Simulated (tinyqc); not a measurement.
Fermi-level pinning from two metals.

Inverse problem. Cowley-Sze model with the space charge neglected: phiB = S (phiM - chi) + (1 - S)(Eg - phi0), S = 1/(1 + q Dit dl/(eps0 ei)), dl in cm. Find S, phi0 and Dit.

Parameters, values chosen for the exercise; band and dielectric values close to those of gallium nitride:
- Eg = 3.43 eV (band gap)
- chi = 4.02 eV (electron affinity)
- dl = 0.2 nm (thickness of the interfacial layer)
- ei = 3.9 (relative permittivity of the interfacial layer)

Constants: q = 1.602176634e-19 C, eps0 = 8.8541878128e-14 F/cm where lengths are in cm. Results are converted to the units shown.

barriers for metals with phiM = 4.29 and 5.06 eV (eV): [1.6486022, 1.8742311]

Solution. S is the slope of phiB against phiM; either barrier then gives phi0, and S gives Dit.

S = 0.293
phi0 = 1.21 eV
Dit = 2.60e14 cm^-2 eV^-1

Numbers from tinyqc (`OMP_NUM_THREADS=1 python tinyqc.py 2020153 2020154 out.jsonl`; about 0.2 s on one thread of a shared Intel Xeon 2.30GHz).
